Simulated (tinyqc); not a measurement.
# Worked calculation: random telegraph noise from one oxide trap in a small MOSFET

Program tinyqc, `OMP_NUM_THREADS=1 python tinyqc.py 2710062 2710063 out.jsonl`; Intel Xeon 2.30GHz, shared host, one thread, about 0.01 s. Printed values are rounded.

An acceptor-like trap exchanges electrons with the channel. Inversion charge Q = Cox u, u = n Vt W0(exp((Vg - VT)/(n Vt))), W0 the Lambert function, n = nf, Cox = eps0 eox/tox; linear regime Id = (W/L) mu Q Vd. Relative to threshold the surface potential rises by Vt ln(u/u0) and the oxide voltage by the rest of Vg - VT, with u0 = n Vt W0(1).

Inputs (values chosen for the exercise); values of the order met in silicon transistors: temperature T = 250 K; relative permittivity of the gate insulator (close to hafnium oxide) eox = 22.4; insulator thickness tox = 6 nm; depth of the trap from the channel interface xt = 1.8 nm; trap level above the channel Fermi level at threshold E0 = 0.24 eV; capture prefactor s0 = 2e-15 cm^2; capture barrier (lattice relaxation) EB = 0.29 eV; tunnelling decay length lt = 0.17 nm; thermal velocity vth = 1.1e7 cm/s; thickness of the inversion layer zi = 1.8 nm; threshold voltage VT = 0.32 V; body factor nf = 1.13; gate width W = 130 nm; gate length L = 26 nm; mobility mu = 240 cm^2/(V s); scattering coefficient of the charged trap asc = 1.8e-16 V s; drain voltage Vd = 0.05 V; gate voltage Vg = 1.01 V.

Constants: q = 1.602176634e-19 C, kB = 1.380649e-23 J/K, Vt = kB T/q, eps0 = 8.8541878128e-14 F/cm where lengths are in cm. Results are converted to the units shown.

Range of the model: VT is taken as given; short-channel effects and the uneven flow of current among few electrons are left out.

## Trap level, time constants and occupancy

N = Cox u/q; dpsi = Vt ln(u/u0); E = E0 - dpsi - (xt/tox)(Vg - VT - dpsi); capture time tc = 1/[(N/zi) vth s0 exp(-xt/lt - EB/Vt)]; emission time te = tc exp(-E/Vt); occupancy te/(tc + te).

u = 0.611523 V
N = 1.26168e13 cm^-2
dpsi = 0.0816667 V
E = -0.0241667 eV
tc = 0.0180491 s
te = 0.0554161 s
occupancy = 0.754317

The trap lies 1.1 Vt below the Fermi level, so it is filled most of the time.

## Step height

A = W L; threshold step dV = q (1 - xt/tox)/(Cox A); gm/Id = 1/(u + n Vt); relative step dI/I = (gm/Id) dV + asc mu/A. Id as defined.

electrons in the channel N A = 426.447
dV = 1.00380 mV
gm/Id = 1.57266 1/V
number part of dI/I = 0.157863 %
dI/I = 0.285673 %
Id = 121.286 uA
dI = 346.481 nA

## Lorentzian spectrum

Spectrum S(f) = 4 dI^2/{(tc + te)[(1/tc + 1/te)^2 + (2 pi f)^2]}; corner fc = (1/tc + 1/te)/(2 pi); variance dI^2 tc te/(tc + te)^2. Give S at f = 0, at fc and at 10 fc.

fc = 11.6899 Hz
S(0) = 1.21160e-15 A^2/Hz
S(fc) = 6.05799e-16 A^2/Hz
S(10 fc) = 1.19960e-17 A^2/Hz
rms current = 149.157 nA

The rms value is 0.430 of the step; it reaches its largest share, 1/2, when tc = te.
